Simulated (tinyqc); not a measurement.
Shallow acceptor in the spherical model (Baldereschi-Lipari), strong spin-orbit limit: one step, computed by the program tinyqc.

The 1S(3/2) state has an s envelope f(r) and a d envelope g(r). In effective units they obey -(f'' + 2f'/r + 2f/r) + mu (g'' + 5g'/r + 3g/r^2) = E f and -(g'' + 2g'/r - 6g/r^2 + 2g/r) + mu (f'' - f'/r) = E g. The cubic term, the split-off band and the central cell are left out.

Problem. Matrices in a small basis. zeta_i = zeta_1 beta^(i-1), i = 1..n, in both channels. Basis: f_i = exp(-zeta_i r), g_i = r exp(-zeta_i r), weight r^2 dr, s = zeta_i + zeta_j. S_ff = 2/s^3, H_ff = zeta_i zeta_j S_ff - 2/s^2; S_gg = 24/s^5, H_gg = 8/s^3 + 24 zeta_i zeta_j/s^5 - 12/s^4; H(f_i, g_j) = mu (6 zeta_i^2/s^4 + 2 zeta_i/s^3); S_fg = 0. Each function is normalised by sqrt(S_ii).

Inputs (values chosen for the exercise, for a model semiconductor): functions per channel n = 3; smallest exponent zeta_1 = 0.84 1/a*; ratio beta of exponents = 2.1.

mu = 0.6008282

Give: H; S.

Solution.

H (Ry*), rows f1, f2, f3, g1, g2, g3:
$$\begin{pmatrix}
-0.9744 & -0.9171 & -0.6704 & 0.6119 & 0.8266 & 0.7851 \\
-0.9171 & -0.416304 & 0.8713 & 1.274 & 2.699 & 3.645 \\
-0.6704 & 0.8713 & 6.314 & 1.740 & 5.617 & 11.90 \\
0.6119 & 1.274 & 1.740 & 0.8064 & 1.743 & 2.178 \\
0.8266 & 2.699 & 5.617 & 1.743 & 5.496624 & 9.835 \\
0.7851 & 3.645 & 11.90 & 2.178 & 9.835 & 28.31
\end{pmatrix}$$

S, rows f1, f2, f3, g1, g2, g3:
$$\begin{pmatrix}
1.000 & 0.817 & 0.468 & 0.000 & 0.000 & 0.000 \\
0.817 & 1.000 & 0.817 & 0.000 & 0.000 & 0.000 \\
0.468 & 0.817 & 1.000 & 0.000 & 0.000 & 0.000 \\
0.000 & 0.000 & 0.000 & 1.000 & 0.714 & 0.282 \\
0.000 & 0.000 & 0.000 & 0.714 & 1.000 & 0.714 \\
0.000 & 0.000 & 0.000 & 0.282 & 0.714 & 1.000
\end{pmatrix}$$

Caution: gamma_3 and gamma_2 differ by more than 0.17 gamma_1: band warping, left out here, adds several per cent to the binding.
